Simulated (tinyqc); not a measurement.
Mobility of a non-polar semiconductor in the relaxation-time approximation: one step, computed by the program tinyqc. Command: `OMP_NUM_THREADS=1 python tinyqc.py 3027201 3027202 out.jsonl rta walk`. One thread of a shared host (Intel(R) Xeon(R) Processor @ 2.30GHz), about 0.01 s of CPU time with the checks.

Each valley is treated as a sphere of mass m_d for states and rates, with one isotropic relaxation time; the conductivity mass m_c sets the current.

Task: Fermi level and screening. Parabolic band: E = hbar^2 k^2/(2 m), speed v = hbar k/m, states per spin, volume and energy g(E) = m k/(2 pi^2 hbar^2). Here m = m_d. Masses are multiplied by m_0 and all formulas are in SI units. The reduced Fermi level eta = E_F/(k_B T) solves n = 2 Z int g f dE with f = 1/(1 + exp(x - eta)) (Z = 1 unless valleys are given); screening length L_s = sqrt(eps_s eps_0 k_B T/(e^2 dn/deta)), dn/deta = 2 Z int g f (1 - f) dE. Integrals over x = E/(k_B T) use 160 Gauss-Legendre points in u = sqrt(x) from 0 to sqrt(max(eta, 0) + 32).

Inputs (values chosen for the exercise, for a model non-polar semiconductor):
```
quantity                     value    unit
equivalent valleys Z             1       -
static permittivity eps_s     8.03       -
carrier density n          2.1e+16  1/cm^3
temperature T                  150       K
```

Band: parabolic. Impurity formula: Conwell-Weisskopf. Further scattering: alloy.

density-of-states mass m_d = 0.43 m_0

Constants: k_B = 8.617333262e-05 eV/K; m_0 = 9.1093837015e-31 kg; e = 1.602176634e-19 C; hbar = 1.054571817e-34 J s; eps_0 = 8.8541878128e-12 F/m; k_B = 1.380649e-23 J/K.

Give: reduced Fermi level eta; screening length L_s.

Result:

reduced Fermi level eta = -4.777

screening length L_s = 16.55 nm

The gas is non-degenerate (eta < -2), and L_s is close to the Debye length.
